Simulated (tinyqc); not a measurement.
Self-consistent Fermi level with native defects, at growth and after a quench: one step, computed by the program tinyqc.

Energies are counted from the top of the valence band (VBM); when the gap shrinks with temperature the conduction band moves and the levels stay. The added dopant is taken as fully ionised. D and A draw on one reservoir with opposite signs, as the two vacancies of a compound do.

Question. Equilibrium at growth. n = N_c F_1/2((E_F - E_g)/k_B T), p = N_v F_1/2(-E_F/k_B T). F_1/2(eta) = (2/sqrt(pi)) int_0^infinity sqrt(x)/(1 + exp(x - eta)) dx, by the trapezoid rule in t = sqrt(x) with step 0.02 up to t = 12 (for eta < -12 by exp(eta) - exp(2 eta)/2^(3/2)). In equilibrium c_q = N_s exp(-(E_f(q, 0) + q E_F)/k_B T). Net charge = p - n + sum q c_q + N_X; the log ratio is ln(positive charge/negative charge). E_F is the root of the log ratio, by 50 bisections between -0.5 eV and E_g + 0.5 eV.

Inputs (values chosen for the exercise, with bands modelled on CdTe): site density N_s = 1.5e+22 cm^-3; dopant density N_X = 8.1e+16 cm^-3; growth temperature T_g = 924 K.

Added shallow dopant: donor.

E_g(T_g) = 1.38776 eV

N_c(T_g) = 4.161378e+18 cm^-3

N_v(T_g) = 7.075556e+19 cm^-3

k_B T_g = 0.07962416 eV

E_f(q, E_F = 0) (eV): D(+2) 0.134, D(+1) 0.721, D(0) 1.410, A(0) 3.158, A(-1) 3.264, A(-2) 3.632, A(-3) 4.403

Give: E_F at growth; n at growth; p at growth; Defects at growth; total D; total A.

Answer.

E_F at growth = 1.0631 eV

n at growth = 7.0130e+16 cm^-3

p at growth = 1.1252e+14 cm^-3

Defects at growth:
```
state  E_f (eV)   c (cm^-3)
D(+2)    2.2602  7.0497e+09
D(+1)    1.7841  2.7862e+12
D(0)     1.4100  3.0586e+14
A(0)     3.1580  8.9412e+04
A(-1)    2.2009  1.4851e+10
A(-2)    1.5058  9.1854e+13
A(-3)    1.2137  3.6004e+15
```

total D = 3.0865e+14 cm^-3

total A = 3.6923e+15 cm^-3

The largest part of the positive charge comes from the dopant (100 %) and that of the negative charge from electrons (86 %).
